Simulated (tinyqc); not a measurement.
What moves lifetime and leakage: Shockley-Read-Hall recombination through one deep level.

One level at Et with degeneracy 1: tn = 1/(sn vth Nt), tp = 1/(sp_ vth Nt), n1 = Nc exp((Et - Eg)/kT), p1 = Nv exp(-Et/kT), ni^2 = n1 p1. Equilibrium p0 = Nm, n0 = ni^2/Nm; n = n0 + dn, p = p0 + dn. U = (n p - ni^2)/(tp (n + n1) + tn (p + p1)), lifetime dn/U; emission rates en = sn vth n1, ep = sp_ vth p1.

Constants: kB = 8.617333262e-05 eV/K.

Inputs chosen for the exercise (gap and densities of states near those of Si at this temperature; the results hold for these values, not for the real material): Eg = 1.134 eV (gap); Nc = 2.77e+19 1/cm^3 (conduction-band density of states); Nv = 1.11e+19 1/cm^3 (valence-band density of states); T = 300 K; Et = 0.491 eV (recombination level above Ev); Nt = 1.7e+14 1/cm^3 (defects); sn = 3.7e-16 cm^2 (electron capture cross-section); sp_ = 1.6e-14 cm^2 (hole capture cross-section); vth = 17000000 cm/s (thermal velocity, both carriers); Nm = 2.1e+15 1/cm^3 (equilibrium holes for the lifetime steps); dn = 1.9e+13 1/cm^3 (excess pairs).

G = Nt en ep/(en + ep).

Results for these values:

| case | lifetime (microsecond) | G (1/(cm^3 s)) |
|---|---|---|
| base | 0.9354 | 4.67e+14 |

What happens to each result for Nt = 8.5e+13 1/cm^3, all else kept?

Answer: lifetime rises from 0.9354 to 1.871; G falls from 4.67e+14 to 2.34e+14.

The same for each parameter in turn:

| case | lifetime (microsecond) | G (1/(cm^3 s)) |
|---|---|---|
| base | 0.9354 | 4.67e+14 |
| Et = 0.531 eV | 0.9354 | 2.19e+15 |
| sn = 7.4e-16 cm^2 | 0.4678 | 9.34e+14 |
| sp_ = 3.2e-14 cm^2 | 0.9353 | 4.67e+14 |
| Nt = 8.5e+13 1/cm^3 | 1.871 | 2.34e+14 |
| Nm = 6.3e+15 1/cm^3 | 0.9353 | 4.67e+14 |
| dn = 5.7e+13 1/cm^3 | 0.9358 | 4.67e+14 |

(tinyqc, `OMP_NUM_THREADS=1 python tinyqc.py 1650341 1650342 out.jsonl`, Intel(R) Xeon(R) Processor @ 2.30GHz, 1 thread, shared host, about 0.01 s.)
